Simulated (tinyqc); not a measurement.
Square on-chip spiral inductor, lumped pi model: one step of the calculation.

Outer diameter do = di + 2 n wd + 2 (n - 1) sp, mean da = (do + di)/2, fill p = (do - di)/(do + di), length l = 4 n da. L = 2.34 mu0 n^2 da/(1 + 2.75 p), mu0 = 4 pi 1e-7 H/m. Rs = rho l/(wd delta (1 - exp(-th/delta))), delta = sqrt(rho/(pi f mu0)). Cs = n wd^2 eps0 eo/hu across the coil. At each end Cox = l wd eps0 eo/(2 ho) leads to the substrate branch Rsi = 2 rs he/(l wd) in parallel with Csi = l wd eps0 11.7/(2 he). With one end grounded Y = 1/(Rs + i w L) + i w Cs + 1/[1/(i w Cox) + 1/(1/Rsi + i w Csi)], w = 2 pi f; Q = -Im Y/Re Y. Eddy currents in neighbouring turns and in the substrate are left out.

Task. Admittance, quality factor and apparent inductance. Series branch 1/(Rs + i w L), substrate branch, total Y, Q = -Im Y/Re Y, apparent inductance Im(1/Y)/w, metal-only value w L/Rs, share of the loss in the substrate Re(substrate branch)/Re Y.

Values chosen for this exercise:
```
symbol,value,unit,meaning
f,1.2,GHz,frequency
```

L = 1.7108842 nH
Rs = 3.0058498 ohm
Cs = 10.071639 fF
Cox = 68.199382 fF
Rsi = 72332.731 ohm
Csi = 14.321870 fF

Give: series branch; substrate branch; Y; Q; apparent inductance; w L/Rs; share of the loss in the substrate.

Result.

series branch = 17.13-73.53i mS
substrate branch = 0.00944+0.08945i mS
Y = 17.14-73.36i mS
Q = 4.280
apparent inductance = 1.714 nH
w L/Rs = 4.292
share of the loss in the substrate = 0.05506 %

Q is 99.7 % of the metal-only value.

Numbers from tinyqc (`OMP_NUM_THREADS=1 python tinyqc.py 2302201 2302202 out.jsonl`; about 0.01 s on one thread of a shared Intel Xeon 2.30GHz).
